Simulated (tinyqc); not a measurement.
Undoped gate-all-around wire MOSFET, analytic charge model: two steps of the calculation.

An undoped round wire of radius R under an insulator shell and a surrounding gate; long channel, electrons only, n = ni exp((psi - V)/Vt) with V the quasi-Fermi potential (0 at the source, Vd at the drain), constant mobility, no quantisation. The radial Poisson equation gives n(r) = n(0)/(1 - (1 - b) r^2/R^2)^2 with b = Q0/(Q + Q0). Q is the electron charge per area of the wire surface.

Inputs (values chosen for the exercise); material values close to those of silicon:
```
symbol  value        unit           meaning
T         273           K       temperature
R          10          nm       wire radius
mu        500  cm^2/(V s)  channel mobility
L         0.5          um       gate length
Vg       0.32           V      gate voltage
Vd        0.1           V     drain voltage
```

Constants: q = 1.602176634e-19 C, kB = 1.380649e-23 J/K, Vt = kB T/q. Results are converted to the units shown.

Question 1. Charge at the source by substitution. With V = 0: u = Vg - V0 - Q/Cox, then Q(new) = (Q0/2)[sqrt(1 + 4 exp(u/Vt)) - 1], the root of Vt ln[(Q/Q0)(1 + Q/Q0)] = u.

Q at the start = 0 nC/cm^2
Cox = 5.0401730 uF/cm^2
Q0 = 97.483277 nC/cm^2
V0 = 0.40022198 V

Wanted: u; Q after iteration 1.

Answer 1.

u = -0.080222 V
Q after iteration 1 = 3.1210 nC/cm^2

Question 2. Drain current and line charge. Q solves Vg - V0 - V = Q/Cox + Vt ln(Q/Q0) + Vt ln(1 + Q/Q0). I = mu (2 pi R/L)[2 Vt (Qs - Qd) + (Qs^2 - Qd^2)/(2 Cox) + Vt Q0 ln((Qd + Q0)/(Qs + Q0))], with Qs at V = 0 and Qd at V = Vd. Electrons per length at the source: 2 pi R Qs/q; surface over centre density: (1 + Qs/Q0)^2.

Qs = 3.0441755 nC/cm^2
Qd = 0.045870058 nC/cm^2
Cox = 5.0401730 uF/cm^2
Q0 = 97.483277 nC/cm^2

Find: first term; second term; third term; I; electrons per length; surface over centre density.

Answer 2.

first term = 0.008864 uA
second term = 5.775e-5 uA
third term = -0.004363 uA
I = 0.004558 uA
electrons per length = 0.01194 1/nm
surface over centre density = 1.063

The square-law term makes up 1.27 % of the current.

tinyqc, about 0.02 s, one thread, Intel Xeon 2.30GHz (shared host): `OMP_NUM_THREADS=1 python tinyqc.py 2460016 2460017 out.jsonl`
